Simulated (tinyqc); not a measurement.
# Field emission through a triangular barrier, exact transmission by Airy functions: two studies

The left lead has its band edge at 0; for x > 0 the edge falls without end, U(x) = U0 - F x, with mass m1. No transverse momentum; C = hbar^2/(2 m0); psi and psi'/m are continuous at x = 0. The outgoing solution is Bi(z) + i Ai(z).

Parameters, values chosen for the exercise; masses and offsets close to those of silicon wells and oxide barriers: mass in the left lead mL = 0.26 m0; barrier edge at x = 0 U0 = 3.1 eV; mass in the barrier m1 = 0.49 m0; electron energy E = 1.409 eV; field in the barrier F = 1.2 V/nm.

Constants: q = 1.602176634e-19 C, hbar = 1.054571817e-34 J s, m0 = 9.1093837015e-31 kg, hbar^2/(2 m0) = 0.0380998212 eV nm^2. Results are converted to the units shown.

Each table varies one quantity; the others keep the values above.

## Exact and WKB transmission against field

Energy scale e = (C F^2/m1)^(1/3), z(x) = (U(x) - E)/e, s = (dz/dx)/m1 = -F/(e m1); v = k/m in a lead. With the Airy functions at z = z(0): g = s (Bi' + i Ai')/(Bi + i Ai), r = (i vL - g)/(i vL + g), T(E) = 1 - |r|^2 = 4 vL Im(g)/|i vL + g|^2, vL = sqrt(mL E/C)/mL. WKB: exp(-S), S = (4/(3 F)) sqrt(m1/C) [max(U0 - E, 0)^1.5]. For large z the ratio tends to c = 4 g0/(1 + g0^2), g0 = K/(m1 vL), K = sqrt(m1 (U0 - E)/C).

The same in every row: c = 1.950.

Result of one run:

| F (V/nm) | z(0) | T(E), exact | exp(-S) | ratio |
|---|---|---|---|---|
| 2.7 | 2.043 | 0.03841 | 0.02036 | 1.887 |

What becomes of these results when the field in the barrier F is changed from 2.7 to 0.66 V/nm, all else the same?

Result of the changed run:

| F (V/nm) | z(0) | T(E), exact | exp(-S) | ratio |
|---|---|---|---|---|
| 0.66 | 5.226 | 2.348e-7 | 1.206e-7 | 1.947 |

The whole series:

| F (V/nm) | z(0) | T(E), exact | exp(-S) | ratio |
|---|---|---|---|---|
| 0.54 | 5.975 | 6.812e-9 | 3.497e-9 | 1.948 |
| 0.66 | 5.226 | 2.348e-7 | 1.206e-7 | 1.947 |
| 0.81 | 4.559 | 4.484e-6 | 2.304e-6 | 1.946 |
| 0.99 | 3.989 | 4.747e-5 | 2.440e-5 | 1.945 |
| 1.2 | 3.508 | 3.042e-4 | 1.566e-4 | 1.943 |
| 1.5 | 3.023 | 0.001751 | 9.031e-4 | 1.939 |
| 1.8 | 2.677 | 0.005610 | 0.002905 | 1.931 |
| 2.2 | 2.342 | 0.01609 | 0.008402 | 1.916 |
| 2.7 | 2.043 | 0.03841 | 0.02036 | 1.887 |

The exact T(E) rises from 6.81e-9 to 0.0384; ln exp(-S) is linear in 1/F with slope -10.51 V/nm, and the exact values give -10.51 V/nm between the first two rows. At the largest z (5.97) the ratio is 0.12 % below c, at the smallest (2.04) 3.3 % below it. In 5 of the 9 rows the field exceeds 10 MV/cm (up to 27.0), more than most dielectrics sustain; the model ignores breakdown.

## Effect of the barrier mass

Same model as above.

Effect of the barrier mass:

| m1 (m0) | z(0) | T(E), exact | exp(-S) | ratio | c |
|---|---|---|---|---|---|
| 0.13 | 2.254 | 0.02089 | 0.01096 | 1.905 | 1.823 |
| 0.18 | 2.513 | 0.009783 | 0.004939 | 1.981 | 1.927 |
| 0.26 | 2.840 | 0.003411 | 0.001691 | 2.017 | 1.992 |
| 0.36 | 3.166 | 0.001095 | 5.474e-4 | 2.001 | 1.995 |
| 0.5 | 3.532 | 2.776e-4 | 1.432e-4 | 1.938 | 1.946 |
| 0.7 | 3.951 | 5.184e-5 | 2.830e-5 | 1.832 | 1.847 |
| 0.98 | 4.420 | 7.035e-6 | 4.154e-6 | 1.694 | 1.712 |
| 1.4 | 4.978 | 5.643e-7 | 3.697e-7 | 1.526 | 1.544 |

The exact T(E) falls from 0.0209 to 5.64e-7, while S grows with the square root of m1; the ratio to WKB goes from 1.91 through a maximum of 2.02 (at m1 = 0.26 m0 among the rows listed) to 1.53. At the largest z (4.98) the ratio is 1.2 % below c, at the smallest (2.25) 4.5 % above it. In every row the field exceeds 10 MV/cm (up to 12.0), more than most dielectrics sustain; the model ignores breakdown.

Range of the model: Masses are held fixed, although real bands cease to be parabolic a few tenths of an eV from their edges.

tinyqc, about 0.01 s, one thread, Intel Xeon 2.30GHz (shared host): `OMP_NUM_THREADS=1 python tinyqc.py 2580106 2580107 out.jsonl`
